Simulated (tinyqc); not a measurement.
Thermoelectric coefficients with energy filtering, Landauer integrals: two steps of the calculation.

Bulk parabolic band, x = (E - Ec)/kB T, C = hbar^2/(2 m0), kB T in eV. Modes per area gv m kB T x/(4 pi C) times the back-scattering length l0 x^rr give the transport function s0 X(x), s0 = (2 q^2/h) gv m kB T l0/(4 pi C), X = x^(1 + rr), multiplied by tb for x < xb. I_k = int X (x - eta)^k w dx, w = 1/(4 cosh^2((x - eta)/2)).

Inputs (values chosen for the exercise): temperature T = 300 K; mass of one valley m = 1.2 m0; valleys gv = 3; back-scattering length at x = 1 l0 = 2.2 nm; energy exponent of that length rr = 0; reduced Fermi level (EF - Ec)/kB T eta = 2.9; barrier height over kB T, above Ec xb = 1.4; share of the transport function left below the barrier tb = 0.1; lower end of the grid xa = 0; upper end of the grid xe = 13; points of the grid nE = 13.

Constants: q = 1.602176634e-19 C, kB = 1.380649e-23 J/K, hbar = 1.054571817e-34 J s, h = 6.62607015e-34 J s, m0 = 9.1093837015e-31 kg, Vt = kB T/q, hbar^2/(2 m0) = 0.0380998212 eV nm^2. Results are converted to the units shown.

Problem 1. The three integrals on a coarse grid. Simpson's rule on nE equally spaced points from xa to xe.

Find: x; X; w; X w; I_0, I_1, I_2 on this grid.

Solution 1.

```
point       x        X          w        X w
0       0.000        0   0.049434          0
1       1.083  0.10833    0.12028   0.013030
2       2.167   2.1667    0.21919    0.47491
3       3.250   3.2500    0.24250    0.78812
4       4.333   4.3333    0.15549    0.67380
5       5.417   5.4167   0.069118    0.37439
6       6.500   6.5000   0.025890    0.16828
7       7.583   7.5833  0.0090794   0.068852
8       8.667   8.6667  0.0031107   0.026959
9       9.750   9.7500  0.0010572   0.010308
10     10.833   10.833  3.5833e-4  0.0038819
11     11.917   11.917  1.2134e-4  0.0014460
12     13.000   13.000  4.1076e-5  5.3399e-4
```

I_0, I_1, I_2 on this grid: 2.7881  3.3318  10.279

Problem 2. Coefficients of the electrons. sigma = s0 I_0, S = -(kB/q) I_1/I_0, Lorenz number L = (kB/q)^2 [I_2/I_0 - (I_1/I_0)^2], kappa_e = L sigma T.

converged I_0, I_1, I_2: 2.8567721  3.2089276  10.594030

Wanted: s0; sigma; S; L; kappa_e.

Solution 2.

s0 = 331.3 S/cm
sigma = 946.6 S/cm
S = -96.80 uV/K
L = 1.817 x 1e-8 V^2/K^2
kappa_e = 0.5159 W/(m K)

L is 26 % below the Sommerfeld value (pi^2/3)(kB/q)^2 = 2.443e-8 V^2/K^2.

Range of the model: Parabolic bands, elastic scattering and a fixed kL make these model figures, not those of a material.

tinyqc, about 0.02 s, one thread, Intel Xeon 2.30GHz (shared host): `OMP_NUM_THREADS=1 python tinyqc.py 2800115 2800116 out.jsonl`
